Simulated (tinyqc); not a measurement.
## Absorption coefficient and reflectance from two thicknesses

Inverse problem. With transparent contact layers the responsivity is (1 - Rf)(1 - exp(-al wi)) q lam/(h c). The second absorber is twice as thick as the first. Find al and Rf.

Inputs (values chosen for the exercise):

| symbol | value | unit | meaning |
|---|---|---|---|
| lam | 1000 | nm | wavelength |

Constants: q = 1.602176634e-19 C, h = 6.62607015e-34 J s, c = 299792458 m/s. Results are converted to the units shown.

responsivity for wi = 30 and 60 um (A/W): 0.12175602  0.22308973

Answer. The ratio of the responsivities is 1 + exp(-al w1), which gives al; either value then gives 1 - Rf.

al = 61.20 1/cm
Rf = 0.1000

Numbers from tinyqc (`OMP_NUM_THREADS=1 python tinyqc.py 2250127 2250128 out.jsonl`; about 0.01 s on one thread of a shared Intel Xeon 2.30GHz).
